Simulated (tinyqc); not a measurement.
p-i-n junction, non-linear Poisson equation by Newton steps: one step of the calculation.

One dimension, p side on the left, n side on the right; net doping C = -Na for x < 0, 0 for 0 < x < Li and +Nd beyond. The potential psi is counted from the intrinsic level, and the quasi-Fermi potentials are flat: 0 for holes and -V for electrons, so n = ni exp((psi + V)/Vt) and p = ni exp(-psi/Vt) (Boltzmann statistics, full ionisation, no current). Under reverse bias this makes the minority densities vanishingly small everywhere; they play no part in the charge.

Task. Densities, residual and Jacobian diagonal. n_i = ni exp((psi_i + V)/Vt), p_i = ni exp(-psi_i/Vt), rho_i = p_i - n_i + C_i, g_i = (n_i + p_i)/Vt. Box widths w_i = (h_(i-1) + h_i)/2 in cm. Residual F_i = a_i (psi_(i+1) - psi_i) - a_(i-1) (psi_i - psi_(i-1)) + q rho_i w_i; Jacobian: a_(i-1) and a_i beside the diagonal, b_i = -a_(i-1) - a_i - q g_i w_i on it. The two end nodes are fixed.

Values chosen for this exercise:
- T = 300 K (temperature)
- V = -3.3 V (bias of the p side against the n side)

Constants: q = 1.602176634e-19 C, kB = 1.380649e-23 J/K, Vt = kB T/q. Results are converted to the units shown.

x, node 0 to 12 (nm): [-42.5, -29.5, -18.9, -10.1, -2.95, 2.95, 14.5, 36.9, 80.7, 166, 333, 658, 1290]
coupling a_i, interval 0 to 11 (F/cm^2): [9.3990609e-7, 1.1527150e-6, 1.3884976e-6, 1.7089202e-6, 2.0709795e-6, 1.0579030e-6, 5.4548121e-7, 2.7896756e-7, 1.4324477e-7, 7.3166342e-8, 3.7596244e-8, 1.9333511e-8]
psi at the start, node 0 to 12 (V): [-0.3709313, -0.3709313, -0.3709313, -0.3692988, -0.3009048, -0.1775921, 0.0745137, 0.5385168, 1.3507581, 2.5715965, 3.5805499, 3.5830035, 3.5830035]
net doping C, node 0 to 12 (cm^-3): [-1.5e18, -1.5e18, -1.5e18, -1.5e18, -1.5e18, 0, 0, 0, 0, 0, 0, 5e16, 5e16]
ni = 8.8048136e11 cm^-3

Give: n; p; residual F; diagonal b.

Result.

n, node 0 to 12 (cm^-3): [1.887e-50, 1.887e-50, 1.887e-50, 2.010e-50, 2.833e-49, 3.340e-47, 5.740e-43, 3.580e-35, 1.581e-21, 0.5106, 4.547e16, 5.000e16, 5.000e16]
p, node 0 to 12 (cm^-3): [1.500e18, 1.500e18, 1.500e18, 1.408e18, 9.993e16, 8.475e14, 4.931e10, 790.7, 1.791e-11, 5.544e-32, 6.225e-49, 5.661e-49, 5.661e-49]
residual F, node 1 to 11 (in units of 1e-7 C/cm^2): [0.000, 0.023, 1.029, -0.079, 0.114, -0.136, -0.265, -0.517, -1.011, -2.530, -0.001]
diagonal b, node 1 to 11 (F/cm^2): [-1.306e-5, -1.156e-5, -1.006e-5, -4.184e-6, -3.133e-6, -1.603e-6, -8.244e-7, -4.222e-7, -2.164e-7, -7.043e-6, -1.488e-5]

tinyqc, about 0.09 s, one thread, Intel Xeon 2.30GHz (shared host): `OMP_NUM_THREADS=1 python tinyqc.py 2000005 2000006 out.jsonl`
